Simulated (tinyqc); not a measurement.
The choice of windows: ionisation potential and affinity of a slab from the planar-averaged potential.

A model of the planar-averaged electrostatic energy of an electron in a periodic cell of N1 periods of A (L1 = N1 n1 h) and N2 periods of vacuum (L2 = N2 n2 h), on z_j = j h: V(z) = f VA + (1 - f) VB + F t(z), VA = V1[0] + V1[1] cos(2 pi z/(n1 h)) + V1[2] cos(4 pi z/(n1 h)), VB the same with V2, n2 and z - L1. f = [tanh(z/w) - tanh((z - L1)/w) + tanh((z - L1 - L2)/w)]/2 + 1/2; t(z) = z - L1/2 in A and (L1/L2)(L1 + L2/2 - z) beyond, so that the cell is periodic.

Running mean over n points, periodic: for odd n the plain mean of the n points centred on j; for even n the n + 1 points with half weight at both ends. The macroscopic average applies the mean over n1 points and then over n2 points.

Values chosen for the exercise (gap near that of GaN; the results hold for these values, not for the real material):
- h = 0.25 angstrom (grid step)
- n1 = 6 (grid points per period of A)
- n2 = 5 (grid points per period of the vacuum filter)
- N1 = 5 (periods of A)
- N2 = 5 (periods of vacuum)
- V1 = (-10.26, 4.82, -0.8) eV (mean and two harmonics of the potential in A)
- V2 = (0, 0, 0) eV (the same in vacuum)
- w = 0.44 angstrom (width of the interfaces)
- F = 0.003 eV/angstrom (slope in A from opposite charges on the two interfaces)

dV read at j = 15 and 42 after means over the numbers of points listed; ripple is the spread over the five points around each.

Results:

| windows | dV (eV) | ripple in A (meV) | ripple in vacuum (meV) |
|---|---|---|---|
| none | 15.880 | 8432 | 4 |
| 6 only | 10.260 | 3 | 3 |
| 5 only | 11.064 | 1208 | 3 |
| 7 only | 9.686 | 863 | 3 |
| 7, 6 | 10.260 | 3 | 3 |
| 6, 5 | 10.260 | 3 | 3 |

Which rows can be used, and how does a wrong window show?

The last row matches both periods and lies 0 meV from the value of a thick cell, V2[0] - V1[0] = 10.260 eV. Against it the raw potential errs by +5.62 eV. Within 20 meV of it lie: 6 only and 7, 6. A window one point too long leaves a ripple of 863 meV in A, against 3 meV in the last row: the ripple is the sign to look for. Rows to use, with under 30 meV of ripple in both regions once the tilt is taken off: 6 only, 7, 6 and 6, 5. A row with a large ripple can hit the right value only by chance.

Computed by tinyqc, a small Python program: `OMP_NUM_THREADS=1 python tinyqc.py 1880249 1880250 out.jsonl` (the numbers bound the seed that draws the inputs); one thread of a shared host (Intel(R) Xeon(R) Processor @ 2.30GHz), about 0.01 s for the whole set of steps.
